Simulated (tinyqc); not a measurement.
Inside a calculation. Method: empirical pseudopotential in a few plane waves. One step of it, computed by the program tinyqc.

Problem. Bloch Hamiltonian at G. Basis: the 15 shortest G (labels in 2 pi/a), the same at every k. H(G,G') = c |k + G|^2 delta + VS(|G-G'|^2) cos((G-G').tau) + i VA sin((G-G').tau), tau = a/8 (1,1,1); 1 Ry = 13.605693 eV.

Parameters chosen for this model: fcc lattice, atoms at +/- a/8 (1,1,1); form factors in rydberg at |G|^2 in units of (2 pi/a)^2:
```
parameter,value,unit
a,5.620000,angstrom
VS(3),-0.215000,Ry
VS(8),0.043000,Ry
VS(11),0.061000,Ry
VA(3),0.050000,Ry
VA(4),0.033000,Ry
VA(11),0.006000,Ry
hbar^2/2m (2 pi/a)^2,4.762226,eV
```

k point G (2 pi / a): 0  0  0

Give: H(k) at G.

Solution.

H(k) at G (eV):
```
,+0+0+0,-1-1-1,-1-1+1,-1+1-1,-1+1+1,+1-1-1,+1-1+1,+1+1-1,+1+1+1,-2+0+0,+0-2+0,+0+0-2,+0+0+2,+0+2+0,+2+0+0
+0+0+0,0.000,2.068+0.481i,-2.068+0.481i,-2.068+0.481i,-2.068-0.481i,-2.068+0.481i,-2.068-0.481i,-2.068-0.481i,2.068-0.481i,0.000+0.449i,0.000+0.449i,0.000+0.449i,0.000-0.449i,0.000-0.449i,0.000-0.449i
-1-1-1,2.068-0.481i,14.287,0.000-0.449i,0.000-0.449i,-0.585,0.000-0.449i,-0.585,-0.585,0.000,-2.068-0.481i,-2.068-0.481i,-2.068-0.481i,-0.587+0.058i,-0.587+0.058i,-0.587+0.058i
-1-1+1,-2.068-0.481i,0.000+0.449i,14.287,0.585,0.000-0.449i,0.585,0.000-0.449i,0.000,-0.585,-2.068+0.481i,-2.068+0.481i,0.587+0.058i,2.068-0.481i,-0.587-0.058i,-0.587-0.058i
-1+1-1,-2.068-0.481i,0.000+0.449i,0.585,14.287,0.000-0.449i,0.585,0.000,0.000-0.449i,-0.585,-2.068+0.481i,0.587+0.058i,-2.068+0.481i,-0.587-0.058i,2.068-0.481i,-0.587-0.058i
-1+1+1,-2.068+0.481i,-0.585,0.000+0.449i,0.000+0.449i,14.287,0.000,0.585,0.585,0.000-0.449i,2.068+0.481i,-0.587+0.058i,-0.587+0.058i,-2.068-0.481i,-2.068-0.481i,0.587-0.058i
+1-1-1,-2.068-0.481i,0.000+0.449i,0.585,0.585,0.000,14.287,0.000-0.449i,0.000-0.449i,-0.585,0.587+0.058i,-2.068+0.481i,-2.068+0.481i,-0.587-0.058i,-0.587-0.058i,2.068-0.481i
+1-1+1,-2.068+0.481i,-0.585,0.000+0.449i,0.000,0.585,0.000+0.449i,14.287,0.585,0.000-0.449i,-0.587+0.058i,2.068+0.481i,-0.587+0.058i,-2.068-0.481i,0.587-0.058i,-2.068-0.481i
+1+1-1,-2.068+0.481i,-0.585,0.000,0.000+0.449i,0.585,0.000+0.449i,0.585,14.287,0.000-0.449i,-0.587+0.058i,-0.587+0.058i,2.068+0.481i,0.587-0.058i,-2.068-0.481i,-2.068-0.481i
+1+1+1,2.068+0.481i,0.000,-0.585,-0.585,0.000+0.449i,-0.585,0.000+0.449i,0.000+0.449i,14.287,-0.587-0.058i,-0.587-0.058i,-0.587-0.058i,-2.068+0.481i,-2.068+0.481i,-2.068+0.481i
-2+0+0,0.000-0.449i,-2.068+0.481i,-2.068-0.481i,-2.068-0.481i,2.068-0.481i,0.587-0.058i,-0.587-0.058i,-0.587-0.058i,-0.587+0.058i,19.049,0.585,0.585,-0.585,-0.585,0.000
+0-2+0,0.000-0.449i,-2.068+0.481i,-2.068-0.481i,0.587-0.058i,-0.587-0.058i,-2.068-0.481i,2.068-0.481i,-0.587-0.058i,-0.587+0.058i,0.585,19.049,0.585,-0.585,0.000,-0.585
+0+0-2,0.000-0.449i,-2.068+0.481i,0.587-0.058i,-2.068-0.481i,-0.587-0.058i,-2.068-0.481i,-0.587-0.058i,2.068-0.481i,-0.587+0.058i,0.585,0.585,19.049,0.000,-0.585,-0.585
+0+0+2,0.000+0.449i,-0.587-0.058i,2.068+0.481i,-0.587+0.058i,-2.068+0.481i,-0.587+0.058i,-2.068+0.481i,0.587+0.058i,-2.068-0.481i,-0.585,-0.585,0.000,19.049,0.585,0.585
+0+2+0,0.000+0.449i,-0.587-0.058i,-0.587+0.058i,2.068+0.481i,-2.068+0.481i,-0.587+0.058i,0.587+0.058i,-2.068+0.481i,-2.068-0.481i,-0.585,0.000,-0.585,0.585,19.049,0.585
+2+0+0,0.000+0.449i,-0.587-0.058i,-0.587+0.058i,-0.587+0.058i,0.587+0.058i,2.068+0.481i,-2.068+0.481i,-2.068+0.481i,-2.068-0.481i,0.000,-0.585,-0.585,0.585,0.585,19.049
```
